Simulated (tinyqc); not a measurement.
Ion-assisted plasma etching: sheath, surface coverage, synergy and aspect-ratio dependence: one step, computed by the program tinyqc. Command: `OMP_NUM_THREADS=1 python tinyqc.py 3022049 3022050 out.jsonl etch walk`. One thread of a shared host (Intel(R) Xeon(R) Processor @ 2.30GHz), about 0.07 s of CPU time with the checks.

Radicals adsorb on bare sites; ions remove covered sites with a high yield and bare sites by sputtering; a slow spontaneous reaction acts everywhere, walls included.

Question. Rate at the floor of the feature. Transmission of a round hole: K = 1/(1 + 3A/4), walls that scatter diffusely without loss. With a loss probability S = s (1 - theta) at the floor, G_b/G_n = K/(K + S - K S); theta follows G_b, and the two are solved together. Ions are taken to reach the floor unshadowed; G_b replaces G_n in every term of the rate; A is depth over diameter. Steady coverage: s G_n (1 - theta) = x Y G_i theta; removal flux = Y G_i theta + Y_p G_i (1 - theta) + k_c G_n; rate = flux/N, 1 cm/s = 6e8 nm/min.

Inputs (values chosen for the exercise, close to those used for silicon in a halogen plasma):
```
quantity                                value    unit
gas temperature T_g                       400       K
sticking coefficient s                   0.16       -
radicals per removed unit x                 4       -
spontaneous reaction probability k_c  0.00057       -
solid density N                         5e+22  1/cm^3
aspect ratio A                            9.7       -
```

Feature: round hole.

yield Y = 2.401526

sputter yield Y_p = 0.2142363

ion flux G_i = 1.513747e+15 1/(cm^2 s)

radical flux G_n = 2.930584e+17 1/(cm^2 s)

vertical rate = 36.22319 nm/min

Give: transmission K; G_b/G_n; coverage at the floor; rate at the floor; floor rate over open-field rate.

Answer.

transmission K = 0.1208

G_b/G_n = 0.7451

coverage at the floor = 0.7061

rate at the floor = 33.44 nm/min

floor rate over open-field rate = 0.9232

The lag is 7.7 %. Caution: a sheath of several millimetres is collisional at usual pressures, which lowers the ion energy and widens the angles.
